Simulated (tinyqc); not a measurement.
Charge control and current of a heterostructure field-effect transistor: one step, computed by the program tinyqc.

Two subbands in a triangular well; E_F is counted from the conduction band edge of the channel at the interface.

Task: Saturation current. With V = e n_s/C_g and V_c = v_s L/mu: for v = mu F up to v_s, I/W = C_g v_s V_c (sqrt(1 + (V/V_c)^2) - 1) and V_Dsat = V + V_c - sqrt(V^2 + V_c^2); g_m = dI/dV; extrinsic g_m/(1 + g_m R_S); f_T = g_m/(2 pi C_g L).

Inputs (values chosen for the exercise, modelled on AlGaN/GaN):
```
quantity                     value        unit
conduction band offset dE_c   0.24          eV
mobility mu                   1800  cm^2/(V s)
saturation velocity v_s        1.4    1e7 cm/s
gate length L                  210          nm
source resistance R_S            0      ohm mm
temperature T                   77           K
```

Charge source: polarisation. Velocity law: two-piece.

sheet density n_s = 5.284074e+12 1/cm^2

gate capacitance C_g = 0.5753713 microfarad/cm^2

Constants: e = 1.602176634e-19 C.

Give: V; V_c; V_Dsat; saturation current I/W; intrinsic g_m; extrinsic g_m; intrinsic f_T.

Result:

V = 1.471 V

V_c = 0.1633 V

V_Dsat = 0.1543 V

saturation current I/W = 1061 mA/mm

intrinsic g_m = 800.6 mS/mm

extrinsic g_m = 800.6 mS/mm

intrinsic f_T = 105.5 GHz

V/V_c = 9.01: velocity saturation rules; I is 90 % of e n_s v_s = 1190 mA/mm. Caution: E_F lies above the conduction band minimum of the barrier, so electrons would spill into the barrier.
